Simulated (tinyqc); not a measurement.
Holstein polaron on two sites. From ground-state energy back to hopping t. Computed by tinyqc, a small Python program. Command: `OMP_NUM_THREADS=1 python tinyqc.py 3028217 3028218 out.jsonl holstein inv`. One thread of a shared host (Intel(R) Xeon(R) Processor @ 2.30GHz), about 0.06 s of CPU time with the checks.

One electron on sites 1 and 2: H = -t (c1+ c2 + c2+ c1) + hbar omega sum_i b_i+ b_i - g hbar omega sum_i n_i (b_i + b_i+). The symmetric phonon shifts the energy by -g^2 hbar omega/2 and drops out; with b = (b_1 - b_2)/sqrt(2) there remains H = -t sigma_x + hbar omega b+ b - (g hbar omega/sqrt(2)) sigma_z (b + b+). Parity splits it into blocks p = +1 and -1 over phonon numbers n. Zero-point energies are left out. Weights Z refer to mode b alone; the displaced symmetric mode multiplies the full zero-phonon weight by exp(-g^2/2).

Inputs (values chosen for the exercise, for a model dimer): phonon energy hbar omega = 45 meV; coupling g = 1.46.

Method. Block p: H_nn = n hbar omega - p t (-1)^n - g^2 hbar omega/2, H_(n,n+1) = -(g hbar omega/sqrt(2)) sqrt(n + 1). Use 60 levels in both blocks; Z = c_0^2 is the weight of n = 0 in the ground state c; the splitting is the lowest odd level less the lowest even one, which without coupling is the smaller of 2t and hbar omega; <sigma_x> = sum (-1)^n c_n^2 measures the kinetic energy.

Problem. A run gave the result below. Find the hopping t, known to lie between 8.3 and 19 meV.

ground-state energy = -99.55102 meV

Solution.

Each step takes the trial c = (a f_b - b f_a)/(f_b - f_a), f being the result less the target and a, b, c the logarithms of the listed values; c replaces end b, the old b replaces a if the sign of f changed, and otherwise f_a is halved.

Scan of the range:

| hopping t (meV) | ground-state energy (meV) |
|---|---|
| 8.30 | -97.375 |
| 9.53 | -97.670 |
| 10.90 | -98.023 |
| 12.60 | -98.497 |
| 14.40 | -99.041 |
| 16.60 | -99.765 |
| 19.00 | -100.628 |

False position (Illinois rule, in the logarithm of the input) inside the bracket:

| step | end a | end b | trial | ground-state energy (meV) |
|---|---|---|---|---|
| 1 | 14.4000 | 16.6000 | 15.9171 | -99.5333 |
| 2 | 16.6000 | 15.9171 | 15.9684 | -99.5505 |
| 3 | 16.6000 | 15.9684 | 15.9716 | -99.5515 |
| 4 | 15.9684 | 15.9716 | 15.9700 | -99.5510 |

Ground-state energy falls at every point of a 13-point scan of the range (every second point is shown), so one value fits; it is bracketed by 14.4 and 16.6. Answer: hopping t = 15.97 meV.
